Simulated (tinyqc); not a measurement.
## Series resistance and length offset from two lengths at two overdrives

Question. In strong inversion R W = Rsd + k(x)(L - dL), k(x) = (1 + th1 x)/(mu0 Cox x), x the overdrive, Cox = eps0 eox/tox, with Rsd and dL independent of x. Find dL, Rsd, mu0 and th1.

Parameters, values chosen for the exercise:
```
symbol,value,unit,meaning
eox,22.5,,relative permittivity of the gate insulator (close to hafnium oxide)
tox,14,nm,insulator thickness
```

Constants: eps0 = 8.8541878128e-14 F/cm where lengths are in cm. Results are converted to the units shown.

total resistance times width (ohm um):
```
	L = 0.12 um	L = 0.75 um
overdrive 0.41 V	1393.22539	8308.15636
overdrive 0.98 V	670.456052	3660.00185
```

Answer. At each overdrive R W is a straight line in L; the two lines cross at L = dL, R W = Rsd. Their slopes give k x = (1 + th1 x)/(mu0 Cox), a straight line in x.

dL = 0.00400 um
Rsd = 120 ohm um
mu0 = 160 cm^2/(V s)
th1 = 0.0600 1/V

Computed by the program tinyqc: `OMP_NUM_THREADS=1 python tinyqc.py 2210129 2210130 out.jsonl`, one thread of a shared Intel Xeon 2.30GHz, about 0.01 s for the whole run.
